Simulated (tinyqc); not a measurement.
Intrinsic density across materials: carrier statistics of a doped semiconductor with parabolic bands.

Constants: hbar^2/2m0 = 3.80998211 eV angstrom^2; kB = 8.617333262e-05 eV/K.
Parameters, chosen for this exercise: T = 150 K.

Each case gives the gap at this temperature and the density-of-states masses, chosen for the exercise; N = 2 (m kB T/(4 pi c))^(3/2) with c = hbar^2/2m0, in 1/angstrom^3; times 1e24 for 1/cm^3; ni = sqrt(Nc Nv) exp(-Eg/2kT).

Results:
```
case       Eg (eV)   m_de   m_dh  Nc (1/cm^3)  Nv (1/cm^3)  ni (1/cm^3)
near SiC     3.264  0.810  1.199     6.47e+18     1.16e+19     1.28e-36
near Si      1.156  1.058  0.591     9.66e+18     4.03e+18        0.237
near GaAs    1.485  0.070  0.504     1.64e+17     3.17e+18     8.16e-08
near GaSb    0.778  0.039  0.415     6.83e+16     2.37e+18     3.43e+04
near AlAs    2.219  0.745  0.783     5.71e+18     6.15e+18     3.13e-19
```

What does the comparison show?

ni spans 40.4 decades, while sqrt(Nc Nv) spans only 1.3; each 0.1 eV of gap costs a factor 47.9. The order of ni is the reverse of the order of the gaps.

tinyqc: `OMP_NUM_THREADS=1 python tinyqc.py 1682516 1682517 out.jsonl`; about 0.01 s, one thread, shared Intel(R) Xeon(R) Processor @ 2.30GHz.
